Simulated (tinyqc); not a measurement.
Classical Heisenberg spin chain: exact results, Metropolis, heat-bath and over-relaxation steps, and a Monte Carlo run: one step, computed by the program tinyqc. Command: `OMP_NUM_THREADS=1 python tinyqc.py 3130262 3130263 out.jsonl heismc walk`. One thread of a shared host (Intel(R) Xeon(R) Processor @ 2.30GHz), about 0.3 s of CPU time with the checks.

E = -J sum_i s_i . s_(i+1) for unit vectors s_i on an open chain; K = J/(k_B T).

Question. Exact results. Each bond angle is independent, so u = <s_i . s_(i+1)> = coth K - 1/K, <s_i . s_(i+n)> = u^n, correlation length xi = -1/ln|u|, energy per bond -J u, heat capacity per bond c/k_B = 1 - K^2/sinh^2 K, and for the long chain chi = mu^2 (1 + u)/(3 k_B T (1 - u)) per spin.

Inputs (values chosen for the exercise, for a model chain of large moments): coupling J = -12 meV; temperature T = 120 K; moment mu = 3.6 mu_B.

Constants: k_B = 8.617333262e-05 eV/K; mu_B = 5.7883818060e-05 eV/T.

Give: K; u; xi; energy per bond; heat capacity; chi over the Curie value; chi.

Answer.

K = -1.160

u = -0.3560

xi = 0.9683 sites

energy per bond = -4.272 meV

heat capacity = 0.3497 k_B/bond

chi over the Curie value = 0.4749

chi = 0.01148 mu_B/T per spin
